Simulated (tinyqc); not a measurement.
What each parameter does: two-dimensional electron gas with Rashba and Dresselhaus coupling.

H = c k^2/m + al (ky sx - kx sy) + b1 (kx sx - ky sy) + gam kx ky (kx sy - ky sx), s the Pauli matrices, x = [100], c = hbar^2/2m0, b1 = gam (pi/L)^2 (hard walls). H = c k^2/m + B.s, so E = c k^2/m -/+ |B| and the lower state has its spin along -B.

Constants: hbar^2/2m0 = 3.80998211 eV angstrom^2.

Parameters, chosen for this exercise (of the size met in GaN; shifted at random, so the results belong to these values and not to a real crystal): m = 0.2076 m0 (mass); al = 0.0044 eV angstrom (Rashba constant); gam = 0 eV angstrom^3 (bulk Dresselhaus constant); L = 173 angstrom (width of the (001) well); n = 3.3 1e11/cm^2 (sheet density (one subband filled)).

Splittings 2|B| at k0 = sqrt(2 pi n) along [100], [110] and [-110], and E0 = c k0^2/m; 1e11/cm^2 = 1e-5/angstrom^2.

Results for these values:

| case | [100] (meV) | [110] (meV) | [-110] (meV) | E0 (meV) |
|---|---|---|---|---|
| base | 0.1267 | 0.1267 | 0.1267 | 3.81 |

What happens to each result for m = 0.22836 m0, all else kept?

Answer: [100] does not change at the printed digits; [110] does not change at the printed digits; [-110] does not change at the printed digits; E0 falls from 3.81 to 3.46.

The same for each parameter in turn:

| case | [100] (meV) | [110] (meV) | [-110] (meV) | E0 (meV) |
|---|---|---|---|---|
| base | 0.1267 | 0.1267 | 0.1267 | 3.81 |
| m = 0.22836 m0 | 0.1267 | 0.1267 | 0.1267 | 3.46 |
| al = 0.00528 eV angstrom | 0.1521 | 0.1521 | 0.1521 | 3.81 |
| gam = 3 eV angstrom^3 | 0.1299 | 0.1462 | 0.1072 | 3.81 |
| L = 193 angstrom | 0.1267 | 0.1267 | 0.1267 | 3.81 |
| n = 4.95 1e11/cm^2 | 0.1552 | 0.1552 | 0.1552 | 5.71 |

Run: tinyqc, `OMP_NUM_THREADS=1 python tinyqc.py 1481717 1481718 out.jsonl`; Intel(R) Xeon(R) Processor @ 2.30GHz, one thread, shared host; about 0.01 s of CPU time with all checks.
